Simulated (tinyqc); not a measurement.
# Inductance and parasitic capacitance from two readings

Question. A loss-free coil L in parallel with C shows the apparent inductance L/(1 - w^2 L C), w = 2 pi f. Find L, C and the self-resonance 1/(2 pi sqrt(L C)).

apparent inductance at 7 and 11 GHz (nH): 3.0698589  5.2041888

Answer. The inverse of the reading is 1/L - w^2 C, a straight line in w^2.

L = 2.40 nH
C = 47.0 fF
self-resonance = 15.0 GHz

Computed by the program tinyqc: `OMP_NUM_THREADS=1 python tinyqc.py 2302167 2302168 out.jsonl`, one thread of a shared Intel Xeon 2.30GHz, about 0.01 s for the whole run.
